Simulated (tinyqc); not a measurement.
Signal and retention of a DRAM cell: one step of the calculation.

A stored one starts at Vd and leaks: Cs dV/dt = -I(V), I = a sqrt((V + Vb)/(Vd + Vb)) + b, with a = Ig exp[-(Eg1 q/kB)(1/T - 1/T0)] (generation in a depletion layer) and b = Is exp[-(Es q/kB)(1/T - 1/T0)]. The bit line is precharged to Vd/2, and charge sharing gives the signal (V - Vd/2) Cs/(Cs + Cb).

Question. Signal and margin. The cell fails below Vc = Vd/2 + dm (Cs + Cb)/Cs.

Inputs (values chosen for the exercise): array voltage Vd = 1.4 V; cell capacitance Cs = 8 fF; bit-line capacitance Cb = 71 fF; smallest signal that the sense amplifier resolves dm = 36 mV.

Constants: q = 1.602176634e-19 C. Results are converted to the units shown.

Give: transfer ratio; signal of a fresh one; Vc; charge that may be lost; the same in electrons.

Answer.

transfer ratio = 0.1013
signal of a fresh one = 70.89 mV
Vc = 1.056 V
charge that may be lost = 2.756 fC
the same in electrons = 1.720e4

Range of the model: Real arrays also hold a tail of unusually leaky cells and cells whose retention varies in time, which this model lacks.

Computed by the program tinyqc: `OMP_NUM_THREADS=1 python tinyqc.py 2130030 2130031 out.jsonl`, one thread of a shared Intel Xeon 2.30GHz, about 0.01 s for the whole run.
